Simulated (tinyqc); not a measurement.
## Permittivity and interface capacitance from two thicknesses

Question. 1/C = t/(eps0 ek) + 2/ci for planar capacitors that differ only in thickness. Find ek, ci and the EOT of the interfaces, 2 x 3.9 eps0/ci.

Constants: eps0 = 8.8541878128e-14 F/cm where lengths are in cm. Results are converted to the units shown.

C at t = 14 and 41 nm (uF/cm^2): [4.1844669, 1.5760641]

Answer. 1/C is a straight line in t: the slope gives ek and the intercept 2/ci. A single thickness would give only the effective permittivity; when the interfaces are a small part of 1/C, ci needs very accurate data.

ek = 77.1
ci = 59.0 uF/cm^2
EOT of the interfaces = 0.117 nm

tinyqc, about 0.01 s, one thread, Intel Xeon 2.30GHz (shared host): `OMP_NUM_THREADS=1 python tinyqc.py 2102056 2102057 out.jsonl`
